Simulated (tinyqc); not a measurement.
Gap and mesh density: special k points of the square lattice.

Lattice vectors in units of a: a1 = (1, 0), a2 = (0, 1); reciprocal vectors b_i with a_i . b_j = 2 pi delta_ij. Mesh: k = sum_i f_i b_i with f_i = (2 j_i + shift)/(2 N), j_i = 0 .. N-1. The point group of the lattice has 8 operations; only those that map the mesh onto itself are used.

A_m(k) = sum over the m-th star of lattice vectors R of cos(k . R), stars in order of length: m = 1: |R|^2 = 1, 4 vectors, such as (1, 0) in the basis a_i; m = 2: |R|^2 = 2, 4 vectors, such as (1, 1) in the basis a_i; m = 3: |R|^2 = 4, 4 vectors, such as (2, 0) in the basis a_i; m = 4: |R|^2 = 5, 8 vectors, such as (2, 1) in the basis a_i; m = 5: |R|^2 = 8, 4 vectors, such as (2, 2) in the basis a_i; m = 6: |R|^2 = 9, 4 vectors, such as (3, 0) in the basis a_i. The zone mean of every A_m is zero.

Test function, the lower band of a two-band insulator: E(k) = -sqrt(D^2 + (e0 - t A_1(k))^2).
Values chosen for the exercise: t = 0.53 eV (coupling); e0 = 1.11 eV (offset).

D takes the values listed; errors against the unshifted mesh with N = 192, for unshifted meshes.

Errors (meV):

| D (eV) | reference (eV) | N = 2 | N = 4 | N = 6 | N = 8 |
|---|---|---|---|---|---|
| 0.2 | -1.3080 | -322.358 | 22.125 | 0.856 | -0.166 |
| 0.4 | -1.3767 | -298.533 | 10.470 | -0.183 | 0.063 |
| 0.8 | -1.5832 | -254.939 | 3.018 | -0.224 | 0.042 |
| 1.5 | -2.0711 | -204.290 | 1.072 | -0.046 | 0.003 |
| 2.5 | -2.9029 | -159.969 | 0.615 | -0.005 | 0.000 |
| 4.0 | -4.2739 | -118.370 | 0.302 | -0.001 | 0.000 |

The first listed N from which the error stays below 0.5 meV is 8 for D = 0.2, 6 for D = 0.4, 6 for D = 0.8, 6 for D = 1.5, 6 for D = 2.5, 4 for D = 4 eV. A larger D makes the function smoother, so its Fourier coefficients fall faster with |R|; single entries change sign along a column, so a small error on one coarse mesh can be a cancellation.

Computed by tinyqc, a small Python program: `OMP_NUM_THREADS=1 python tinyqc.py 1650372 1650373 out.jsonl` (the numbers bound the seed that draws the inputs); one thread of a shared host (Intel(R) Xeon(R) Processor @ 2.30GHz), about 0.08 s for the whole set of steps.
